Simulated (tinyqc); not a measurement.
A ladder of methods, and size consistency: correlation methods against full CI in the sto-6g basis, for H6, spin multiplicity 1. Computed by the program tinyqc with PySCF. Command: `OMP_NUM_THREADS=1 python tinyqc.py 113346 113347 out.jsonl`; one thread of a shared host (Intel(R) Xeon(R) Processor @ 2.60GHz), about 1 s.

Geometry (angstrom):
```
atom,x,y,z
H,0.0000,0.0000,0.0000
H,0.0000,0.0000,0.9510
H,0.0000,0.0000,2.0250
H,0.0000,0.0000,2.9760
H,0.0000,0.0000,4.0500
H,0.0000,0.0000,5.0010
```

RHF energy of one = -3.203067 hartree

All electrons correlated; +Q is the Davidson correction (1 - c0^2) E_corr. The last columns treat two copies 100 angstrom apart as one system. FCI is the lowest singlet.

Correlation energies (hartree):
```
method,E_corr of one,share of FCI (%),E_corr of two at 100 angstrom,two minus twice one (mhartree)
MP2,-0.05785,63.184,-0.11570,0.000
CISD,-0.08775,95.841,-0.16484,10.657
CISD+Q,-0.09383,102.479,-0.18362,4.036
CCSD,-0.09124,99.652,-0.18248,0.000
CCSD(T),-0.09151,99.948,-0.18302,0.000
FCI,-0.09156,100.000,-,-
```

MP2 recovers 63 %, CISD 95.8 % and CCSD 99.7 % of the FCI value (c0^2 = 0.931 in CISD). MP2 and coupled cluster are size consistent, so their last column vanishes; CISD loses 10.66 mhartree, since a double excitation on each copy is a quadruple of the pair, and the Davidson correction leaves +4.04.
